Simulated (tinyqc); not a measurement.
Admittance spectroscopy of a deep trap: one step of the calculation.

Schottky contact on an n-type layer with shallow donors Nd (all ionised) and a donor-like deep trap, neutral when filled and positive when empty; depletion approximation. Traps within lam of the depletion edge stay filled. The traps at xt = W - lam, where the level crosses the Fermi level, follow a slow signal and not a fast one. w = 2 pi f.

Task. Widths and limiting capacitances. lam = sqrt(2 eps0 eps_r (EF - ET)/(q Nd)), EF - ET = Et - (kB T/q) ln(Nc(T)/Nd), Nc(T) = Nc (T/300 K)^1.5. In the steady state at the band bending V, 2 eps0 eps_r V/q = Nd W^2 + Nt (W - lam)^2 (the second term only if W > lam). V = Vbi + Vr. C_HF = eps0 eps_r/W, C_LF = eps0 eps_r (Nd + Nt)/(Nd W + Nt xt).

Parameters, values chosen for the exercise; material values close to those of silicon: relative permittivity eps_r = 11.5; conduction-band density of states at 300 K Nc = 2.85e19 cm^-3; shallow donor density Nd = 8.5e16 cm^-3; built-in voltage Vbi = 0.83 V; depth of the trap below the conduction edge Et = 0.23 eV; trap density Nt = 1.3e16 cm^-3; reverse bias Vr = 0.2 V; temperature T = 158 K.

Constants: q = 1.602176634e-19 C, kB = 1.380649e-23 J/K, eps0 = 8.8541878128e-14 F/cm where lengths are in cm. Results are converted to the units shown.

Wanted: lam; W; xt; C_HF; C_LF.

Result.

lam = 49.51 nm
W = 120.9 nm
xt = 71.41 nm
C_HF = 84.21 nF/cm^2
C_LF = 89.04 nF/cm^2

The step is 5.74 % of C_HF.

Numbers from tinyqc (`OMP_NUM_THREADS=1 python tinyqc.py 2050075 2050076 out.jsonl`; about 0.01 s on one thread of a shared Intel Xeon 2.30GHz).
